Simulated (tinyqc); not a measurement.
Brillouin zone and empty-lattice bands of the hcp structure: one step. The free-electron sphere.

Primitive vectors a1 = a (1,0,0), a2 = a (-1/2, sqrt3/2, 0), a3 = (0,0,c); atoms at 0 and a1/3 + 2 a2/3 + a3/2. Reciprocal vectors obey a_i.b_j = 2 pi delta_ij; k is given in units of 2 pi/a. Empty-lattice levels are c0 (2 pi/a)^2 |k + G|^2, c0 = hbar^2/2m0. Points: M = (1/2, 1/(2 sqrt3), 0), K = (2/3, 0, 0), A = (0, 0, a/2c), L = M + A, H = K + A.

Constants: hbar^2/2m0 = 3.80998211 eV angstrom^2; a0 (Bohr radius) = 0.5291772105 angstrom.

Inputs chosen for the exercise (out of a larger set: lattice near that of Co; not measured data):
- a = 2.483 angstrom (lattice constant)
- ca = 1.609 (c/a)
- Z = 2 (free electrons per atom)

Problem. n = 2 Z/V, kF = (3 pi^2 n)^(1/3), EF = c0 kF^2, rs = (3/(4 pi n))^(1/3)/a0; compare kF with |k| of the points on the zone surface.

Give: n; kF; EF; rs; Points.

Solution.

n = 0.18752 1/angstrom^3
kF = 0.6998 2 pi/a
EF = 11.946 eV
rs = 2.048

Points:
```
point  |k| (2 pi/a)  kF/|k|  lowest level (eV)  levels below EF
M            0.5774   1.212              8.132                2
K            0.6667   1.050             10.843                3
A            0.3108   2.252              2.356                2
L            0.6557   1.067             10.488                4
H            0.7355   0.951             13.199                0
```

The sphere passes beyond M, K, A and L but not H: electrons spill into higher bands while the corners of the first zone stay empty. Free electrons ignore the d bands of this metal.

(tinyqc, `OMP_NUM_THREADS=1 python tinyqc.py 1850580 1850581 out.jsonl`, Intel(R) Xeon(R) Processor @ 2.30GHz, 1 thread, shared host, about 0.02 s.)
